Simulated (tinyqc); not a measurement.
Hall effect and magnetoresistance of several carrier groups with constant relaxation times: one step, computed by the program tinyqc.

Group 1 has charge +e and group 2 charge +e; s_i is that sign. B lies along z; mu B is formed with mu in m^2/(V s).

Problem. Limits of weak and strong field. Weak field: R_H(0) = sum s_i n_i mu_i^2/(e (sum n_i mu_i)^2); MR = c B^2 with c = n1 n2 mu1 mu2 (s1 mu1 - s2 mu2)^2/(n1 mu1 + n2 mu2)^2. Strong field: R_H = 1/(e sum s_i n_i); rho_xx saturates at (n1/mu1 + n2/mu2)/(e (sum s_i n_i)^2).

Inputs (values chosen for the exercise, for a model conductor): density n1 = 1.5e+11 1/cm^2; mobility mu1 = 120000 cm^2/(V s); density n2 = 3.4e+11 1/cm^2; mobility mu2 = 6400 cm^2/(V s).

Carriers: light and heavy holes. Densities: per area (a thin layer).

Constants: e = 1.602176634e-19 C.

Give: R_H at weak field; coefficient c; R_H at strong field; saturation MR.

Solution.

R_H at weak field = 3.3332e+07 cm^2/C

coefficient c = 12.417 1/T^2

R_H at strong field = 1.2738e+07 cm^2/C

saturation MR = 356.92 %

R_H keeps its sign, and its size changes by a factor 0.382 from weak to strong field.
